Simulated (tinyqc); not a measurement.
Inside a calculation. Method: Pariser-Parr-Pople SCF with singles CI, for the molecule c1ccc2[nH]ccc2c1 (SMILES; centres numbered as the heavy atoms are written). One step of it, computed by the program tinyqc.

Problem. PPP integrals. Mataga-Nishimoto: gamma = 14.399645/(R + a), a = 2 x 14.399645/(gamma_rr + gamma_ss); H_rr = -W_r - sum_(s != r) z_s gamma_rs; H_rs = beta for bonds.

Centres (angstrom, eV; a flat drawing with bonds scaled to 1.40 angstrom):
```
centre,x,y,core charge z,W,gamma_rr
1C,2.152000,-0.700000,1,11.160000,11.130000
2C,2.152000,0.700000,1,11.160000,11.130000
3C,0.939000,1.400000,1,11.160000,11.130000
4C,-0.273000,0.700000,1,11.160000,11.130000
5N,-1.605000,1.133000,2,25.600000,16.800000
6C,-2.427000,0.000000,1,11.160000,11.130000
7C,-1.605000,-1.133000,1,11.160000,11.130000
8C,-0.273000,-0.700000,1,11.160000,11.130000
9C,0.939000,-1.400000,1,11.160000,11.130000
```

Resonance integrals (eV):
```
i,j,beta
1,2,-2.180000
2,3,-2.180000
3,4,-2.180000
4,5,-2.050000
5,6,-2.050000
6,7,-2.180000
7,8,-2.180000
8,9,-2.180000
9,1,-2.180000
8,4,-2.180000
```

Give: repulsion gamma_rs; core matrix H.

Solution.

repulsion gamma_rs (eV), lower triangle:
```
,1C,2C,3C,4C,5N,6C,7C,8C,9C
1C,11.130
2C,5.346,11.130
3C,3.872,5.345,11.130
4C,3.517,3.872,5.346,11.130
5N,2.763,2.992,4.012,5.922,16.800
6C,2.430,2.430,2.915,4.046,5.924,11.130
7C,2.837,2.631,2.948,4.045,4.367,5.346,11.130
8C,3.872,3.517,3.873,5.346,4.368,4.046,5.344,11.130
9C,5.345,3.872,3.517,3.873,3.116,2.915,3.738,5.346,11.130
```

core matrix H (eV), lower triangle:
```
,1C,2C,3C,4C,5N,6C,7C,8C,9C
1C,-43.905
2C,-2.180,-44.156
3C,0.000,-2.180,-47.001
4C,0.000,0.000,-2.180,-53.049
5N,0.000,0.000,0.000,-2.050,-59.063
6C,0.000,0.000,0.000,0.000,-2.050,-47.136
7C,0.000,0.000,0.000,0.000,0.000,-2.180,-46.785
8C,0.000,0.000,0.000,-2.180,0.000,0.000,-2.180,-51.240
9C,-2.180,0.000,0.000,0.000,0.000,0.000,0.000,-2.180,-45.999
```
